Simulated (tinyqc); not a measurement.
UHF in the 6-31g basis, for H2-, spin multiplicity 2, step by step. The basis has no diffuse functions, so it cannot describe the extra electron: this is an exercise in the method, not the real anion. One step of it, computed by the program tinyqc.

Task: Iteration 2: diagonalisation and new density. Diagonalise F' = X^T F X, C = X C', fill 2 alpha and 1 beta electrons from the bottom; D(s) = C_occ C_occ^T. Each column has its largest component positive (the first on a tie).

extrapolated F(alpha) (hartree):
```
           1H 1s      1H 2s      2H 1s      2H 2s
1H 1s   0.379907  -0.252565  -0.134742  -0.166110
1H 2s  -0.252565  -0.036897  -0.166110  -0.092955
2H 1s  -0.134742  -0.166110   0.379907  -0.252565
2H 2s  -0.166110  -0.092955  -0.252565  -0.036897
```

extrapolated F(beta) (hartree):
```
           1H 1s      1H 2s      2H 1s      2H 2s
1H 1s   0.681570  -0.050914  -0.204355  -0.180700
1H 2s  -0.050914   0.116858  -0.180700  -0.085213
2H 1s  -0.204355  -0.180700   0.681570  -0.050914
2H 2s  -0.180700  -0.085213  -0.050914   0.116858
```

X:
```
               1          2          3         4
1H 1s  -0.737290   0.920777   0.594290  0.282707
1H 2s   1.384802  -0.707666   0.316409  0.367844
2H 1s   0.737290   0.920777  -0.594290  0.282707
2H 2s  -1.384802  -0.707666  -0.316409  0.367844
```

Give: F' = X^T F X; orbital energies; coefficients C; F' = X^T F X; orbital energies; coefficients C; D(alpha) after iteration 2; D(beta) after iteration 2.

Result:

F' = X^T F X (alpha) (hartree):
```
         1       2        3        4
1   1.1276  0.0000  -0.5038   0.0000
2   0.0000  1.3769   0.0000   0.0792
3  -0.5038  0.0000   0.3097   0.0000
4   0.0000  0.0792   0.0000  -0.1701
```

orbital energies (alpha) (hartree): MO1 -0.1741, MO2 0.0698, MO3 1.3676, MO4 1.3809

coefficients C (alpha):
```
          MO1      MO2      MO3      MO4
1H 1s  0.2354   0.2195  -0.9212   0.9340
1H 2s  0.4034   0.8811   1.1142  -0.6880
2H 1s  0.2354  -0.2195   0.9212   0.9340
2H 2s  0.4034  -0.8811  -1.1142  -0.6880
```

F' = X^T F X (beta) (hartree):
```
         1       2        3        4
1   1.2081  0.0000  -0.4462   0.0000
2   0.0000  1.4446   0.0000   0.1678
3  -0.4462  0.0000   0.7639   0.0000
4   0.0000  0.1678   0.0000  -0.0115
```

orbital energies (beta) (hartree): MO1 -0.0306, MO2 0.4876, MO3 1.4636, MO4 1.4845

coefficients C (beta):
```
          MO1      MO2      MO3      MO4
1H 1s  0.1769   0.1171   0.9468  -0.9397
1H 2s  0.4454   0.9981  -0.6616   1.0108
2H 1s  0.1769  -0.1171   0.9468   0.9397
2H 2s  0.4454  -0.9981  -0.6616  -1.0108
```

D(alpha) after iteration 2:
```
         1H 1s    1H 2s    2H 1s    2H 2s
1H 1s   0.1036   0.2884   0.0072  -0.0984
1H 2s   0.2884   0.9391  -0.0984  -0.6136
2H 1s   0.0072  -0.0984   0.1036   0.2884
2H 2s  -0.0984  -0.6136   0.2884   0.9391
```

D(beta) after iteration 2:
```
        1H 1s   1H 2s   2H 1s   2H 2s
1H 1s  0.0313  0.0788  0.0313  0.0788
1H 2s  0.0788  0.1984  0.0788  0.1984
2H 1s  0.0313  0.0788  0.0313  0.0788
2H 2s  0.0788  0.1984  0.0788  0.1984
```
